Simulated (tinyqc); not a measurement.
Inside a calculation: valley splitting of a silicon quantum well in envelope theory. Values are carried at full precision from step to step, so a last printed digit may differ when a step is redone from the rounded ones.

Constants: hbar^2/2m0 = 3.80998211 eV angstrom^2; kB = 8.617333262e-05 eV/K.

Values chosen for the exercise (near those of a strained Si well in SiGe; the results hold for these values, not for the real material):
```
symbol  value  unit      meaning
k0      0.838  2 pi/a    valley position
a       5.431  angstrom  lattice constant
ml      0.911  m0        mass along z
F       6.3    mV/nm     field pressing towards the upper interface
w       0.5    angstrom  interface width parameter
L       46     angstrom  well width
V0      0.16   eV        conduction offset
C0      0.24             Bloch overlap factor
Yb      0.23             Ge share of the barrier
Yw      0                Ge share of the well
ad      110    angstrom  dot radius
```

## Wave number and lengths

q = 2 k0 (2 pi/a), its wavelength, the field length (c/(ml e F))^(1/3) with c = hbar^2/2m0 and 1 mV/nm = 1e-4 eV/angstrom, and the damping factor y/sinh(y), y = pi q w, of a step smoothed as 1/(1 + exp(z/w)).

q = 1.9390 1/angstrom
wavelength = 3.240 angstrom
field length = 18.8 angstrom
damping factor = 0.290

## The envelope

The well lies at 0 < z < L; U(z) = V0 [1/(1 + exp(z/w)) + 1/(1 + exp((L - z)/w))] - e F z, 1 mV/nm = 1e-4 eV/angstrom. The envelope psi solves -(c/ml) psi'' + U psi = E psi, c = hbar^2/2m0, by three-point differences on a grid of 0.1 angstrom from -40 to L + 40 angstrom. The two valleys at +/- k0 couple through D = C0 times the integral of exp(-i q z) U(z) psi^2, q = 2 k0 (2 pi/a), and split by Ev = 2|D|.

Two lowest levels, mean position, and psi^2 at both interfaces.

levels (meV): -2.45  37.16

<z> = 26.4 angstrom
psi^2 at z = 0 and L (1/angstrom): 0.00133  0.00516

The field makes psi^2 at the upper interface 3.89 times that at the lower one. The orbital spacing is 39.6 meV.

## Contributions to the coupling

Split D into the lower barrier, the upper barrier and the field term.

Parts of D (micro-eV):
```
part,real,imaginary,size
lower barrier,4.497,6.472,7.880
upper barrier,-19.383,-23.673,30.596
field term,-0.062,-0.102,0.119
```

## Valley splitting and phase

The inter-valley coupling D is the sum of the complex parts; Ev = 2|D|, the valley phase is arg D, and kB T equals Ev at T = Ev/kB.

Ev = 45.7 micro-eV
phase = -2.28 rad
T = 0.53 K

The upper barrier gives the largest part.

## Alloy disorder

Random alloy: with Y(z) = Yw + (Yb - Yw) B(z), B the bracket in U, and in-plane density exp(-r^2/ad^2)/(pi ad^2), D gains a random complex part of variance sigma^2 = (C0^2/pi)(a^2 V0/(8 ad (Yb - Yw)))^2 (4/a) times the integral of psi^4 Y (1 - Y). Alone it gives a mean splitting sqrt(pi) sigma; together with the smooth part the rms splitting is 2 sqrt(|D|^2 + sigma^2).

Give the integral, sigma, the mean splitting from disorder alone and the rms total.

integral = 9.53e-06 1/angstrom
sigma = 8.4 micro-eV
sqrt(pi) sigma = 14.8 micro-eV
rms splitting = 48.7 micro-eV

|D|/sigma = 2.73: the smooth part dominates, and the splitting scatters from dot to dot by about sqrt2 sigma, 26 % of Ev; this needs interfaces sharper than most grown wells have.

## Checks

- Lowest level for sharp walls and no field against the square well, meV: both 13.0.
- Size of one barrier part in that case against C0 V0 psi(0)^2/sqrt(q^2 + 4 kappa^2), micro-eV: both 56.

Run: tinyqc, `OMP_NUM_THREADS=1 python tinyqc.py 1281821 1281822 out.jsonl`; Intel(R) Xeon(R) Processor @ 2.30GHz, one thread, shared host; about 0.2 s of CPU time with all checks.
